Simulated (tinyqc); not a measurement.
CIS and TDHF on RHF in the sto-3g basis, for H3+, spin multiplicity 1, step by step. One step of it, computed by the program tinyqc.

Question. CIS singlet states. Diagonalise A (1 hartree = 27.211386 eV); each vector has its largest component positive (the first on a tie). The transition dipole is mu = sqrt2 sum c_ia <i|r|a>.

CIS matrix A, singlet (hartree):
```
          1>2       1>3
1>2  0.718925  0.000000
1>3  0.000000  0.719266
```

dipole integrals <i|r|a> (bohr):
```
            x          y          z
1>2  0.000000  -0.831689   0.544025
1>3  0.000000  -0.543896  -0.831492
```

Give: singlet excitation energies; lowest vectors; oscillator strengths 2/3 w |mu|^2.

Answer.

singlet excitation energies (eV): 19.5629  19.5722

lowest vectors:
```
     state 1  state 2
1>2   1.0000   0.0000
1>3   0.0000   1.0000
```

oscillator strengths 2/3 w |mu|^2: 0.9467  0.9467
